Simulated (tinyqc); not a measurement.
Density and mobility of a removed layer (differential Hall).

Problem. For layers in parallel the sheet conductance g = 1/Rs and the product g mu_H (mu_H signed, unit Hall factors) are additive. Find the sheet density and mobility of the layer that was removed, and its share of the conductance.

Constants: q = 1.602176634e-19 C. Results are converted to the units shown.

Rs before and after removing the top layer (ohm/square): [1118.5500, 1891.3664]
apparent mobility before and after, signed (cm^2/(V s)): [789.35484, 22]

Answer. The differences give g1 = q n mu and g1 mu = q n mu^2; their ratio is mu and g1^2/(q g1 mu) is n.

sheet density = 1.200e12 cm^-2
mobility = 1900 cm^2/(V s)
share of the conductance = 40.86 %

tinyqc, about 0.01 s, one thread, Intel Xeon 2.30GHz (shared host): `OMP_NUM_THREADS=1 python tinyqc.py 2850151 2850152 out.jsonl`
